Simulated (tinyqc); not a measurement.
Inside a calculation: phonon-assisted absorption at an indirect gap. Values are carried at full precision from step to step, so a last printed digit may differ when a step is redone from the rounded ones.

alpha(E) = sum_j A_j [N_j (E - Eg + w_j)^2 + (N_j + 1)(E - Eg - w_j)^2], each bracket counted only where its base is positive; N_j = 1/(exp(w_j/kB T) - 1). The first term absorbs a phonon and the second emits one; excitons and direct transitions are left out.

Constants: kB = 8.617333262e-05 eV/K.

Parameters, chosen for this exercise (loosely those of SiGe at room temperature; Eg is not tied to T; shifted at random, so the results belong to these values and not to a real crystal): Eg = 0.951 eV (indirect gap, held fixed unless listed); w = (50.6, 14.7) meV (two zone-edge phonons); A = (2500, 330) 1/(cm eV^2) (their strengths); T = 200 K; E = 1.358 eV (photon energy); nr = 3.81 (refractive index); d = 0.56 micrometre (thickness); xj = 0.087 micrometre (dead layer at the surface); W = 1.2 micrometre (depleted width); L = 3.7 micrometre (minority diffusion length below it).

## The four branches at one energy

Evaluate the occupations and each term.

N_j: 0.05606  0.7427

terms with phonon absorption (1/cm): 29.35  43.58

terms with phonon emission (1/cm): 335.4  88.50

alpha = 496.8 1/cm
wavelength hc/E (hc = 1239.841984 eV nm) = 913.0 nm

Phonon absorption supplies 14.7 % of alpha; the depth 1/alpha is 20.1 micrometre.

## What a slab does with it

Slab of thickness d in air, incoherent passes: R = ((nr - 1)/(nr + 1))^2, x = exp(-alpha d); transmitted Tr = (1 - R)^2 x/(1 - R^2 x^2), reflected Rt = R + (1 - R)^2 R x^2/(1 - R^2 x^2), absorbed Ab = (1 - R)(1 - x)/(1 - R x).

d in cm is 1e-4 times the value in micrometres.

R = 0.3413
x = 0.9726
Tr = 0.4742
Rt = 0.4987
Ab = 0.0271

A single pass would absorb (1 - R)(1 - x) = 0.0181; the back face adds 0.0090.

## Quantum efficiency of a diode

Photodiode (Gaertner form with a dead layer): QE = (1 - R) exp(-alpha xj) [1 - exp(-alpha W)/(1 + alpha L)], R = ((nr - 1)/(nr + 1))^2; responsivity = QE/E in A/W for E in eV.

Evaluate the factors; 1 micrometre = 1e-4 cm.

passes the dead layer = 0.9957
collected share = 0.2042
QE = 0.1339
responsivity = 0.0986 A/W

Without diffusion from below the collected share would be 0.0579.

## Checks

- Tr + Rt + Ab against 1: both 1.000000.

tinyqc: `OMP_NUM_THREADS=1 python tinyqc.py 1651479 1651480 out.jsonl`; about 0.01 s, one thread, shared Intel(R) Xeon(R) Processor @ 2.30GHz.
